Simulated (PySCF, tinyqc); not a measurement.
Ways to converge the cycle: SCF convergence aids in the 3-21g basis, for H2, spin multiplicity 1. Computed by the program tinyqc with PySCF. 

Geometry (angstrom):
```
atom       x       y       z
H     0.0000  0.0000  0.0000
H     0.0000  0.0000  1.4660
```

lowest restricted solution found by these runs and by PySCF = -0.998729 hartree

RHF with one setting changed at a time; a run stops when the energy changes by less than 1e-09 hartree and the error matrix is below 1e-5. The start is the Wolfsberg-Helmholz matrix. Damping d keeps d of the old density; a shift (hartree) raises the virtual levels; DIIS n extrapolates F over n matrices.

Largest element of the error matrix X^T (FDS - SDF) X:
```
iteration    plain  damping 0.3  damping 0.6  shift 0.4   DIIS 3   DIIS 8
1          9.4e-02      9.4e-02      9.4e-02    9.4e-02  9.4e-02  9.4e-02
2          1.5e-02      3.9e-02      6.2e-02    3.1e-02  1.5e-02  1.5e-02
3          2.4e-03      1.6e-02      4.1e-02    9.9e-03  3.6e-05  3.6e-05
4          3.7e-04      6.5e-03      2.7e-02    3.2e-03  1.4e-05  1.4e-05
5          5.9e-05      2.7e-03      1.8e-02    1.0e-03  8.9e-09  9.1e-06
6          9.3e-06      1.1e-03      1.2e-02    3.3e-04        -        -
8                -      1.9e-04      5.3e-03    3.4e-05        -        -
10               -      3.1e-05      2.3e-03    3.6e-06        -        -
14               -      8.9e-07      4.5e-04          -        -        -
20               -            -      3.9e-05          -        -        -
30               -            -      6.3e-07          -        -        -
```

How each run ends:
```
run          iterations  E (hartree)         state
plain                 7     -0.99873  lowest found
damping 0.3          16     -0.99873  lowest found
damping 0.6          33     -0.99873  lowest found
shift 0.4            10     -0.99873  lowest found
DIIS 3                5     -0.99873  lowest found
DIIS 8                5     -0.99873  lowest found
```

6 of 6 runs reach the lowest restricted solution found, in 5 to 33 iterations (fastest: DIIS 3, DIIS 8). Plain steps already contract here, so damping only slows them. DIIS 3 and DIIS 8 gain by cancelling the error over several earlier matrices, much as a quasi-Newton step does. The restricted reference is unstable here: a spin-polarised solution lies 0.0188 hartree lower (PySCF), so results built on it describe a poor reference.
